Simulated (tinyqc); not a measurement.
# Strained Delta valleys, repopulation and conductivity mass: mobility against stress

A cubic crystal with three pairs of conduction valleys along x, y and z under uniaxial stress X along [100] (X > 0 is tension); current along [100]. Non-degenerate electrons, fixed total density, one relaxation time for all valleys and stresses, masses unchanged by strain, so the mobility goes as the mean inverse mass.

Stress s_ij = X a_i a_j with a the unit vector along [100]; strain e_ii = s11 s_ii + s12 (s_jj + s_kk), e_ij = s44 s_ij/2. Valley shift dE = Xu (n.e.n - trace(e)/3) with n the valley axis; share f proportional to exp(-dE/Vt). Inverse mass along the current d = [100]: (n.d)^2/ml + (1 - (n.d)^2)/mt; mu/mu0 = sum f (1/m) over the plain mean of 1/m. The linear estimate is 1 - pi X with pi the small-stress slope -d(mu/mu0)/dX.

Values chosen for this exercise; values close to those of silicon:
- T = 300 K (temperature)
- s11 = 7.55 1/TPa (compliance)
- s12 = -2.2 1/TPa (compliance)
- s44 = 12.7 1/TPa (compliance)
- Xu = 8.99 eV (shear deformation potential)
- ml = 0.913 m0 (longitudinal mass)
- mt = 0.195 m0 (transverse mass)

Constants: q = 1.602176634e-19 C, kB = 1.380649e-23 J/K, Vt = kB T/q. Results are converted to the units shown.

Mobility against stress:

| X (MPa) | splitting (meV) | largest share | mu/mu0 | linear estimate |
|---|---|---|---|---|
| 25 | 2.191 | 0.3426 | 1.020 | 1.020 |
| 50 | 4.383 | 0.3516 | 1.039 | 1.040 |
| 100 | 8.765 | 0.3687 | 1.075 | 1.080 |
| 200 | 17.53 | 0.3988 | 1.140 | 1.161 |
| 400 | 35.06 | 0.4429 | 1.234 | 1.321 |
| 700 | 61.36 | 0.4777 | 1.308 | 1.562 |
| 1000 | 87.65 | 0.4917 | 1.338 | 1.803 |
| 1500 | 131.5 | 0.4985 | 1.352 | 2.205 |
| 2500 | 219.1 | 0.4999 | 1.355 | 3.008 |

The ratio mu/mu0 rises from 1.02 to 1.36; pi = -80.3e-11 1/Pa. The linear estimate of the change is 1.015 times the computed change in the first row and 5.65 times it in the last: once the splitting is several Vt (Vt = 25.9 meV) the upper valleys are nearly empty and little is left to move. At X = 2500 MPa the stress passes 1.5 GPa, where intervalley scattering and masses change too.

Program tinyqc, `OMP_NUM_THREADS=1 python tinyqc.py 2530165 2530166 out.jsonl`; Intel Xeon 2.30GHz, shared host, one thread, about 0.01 s.
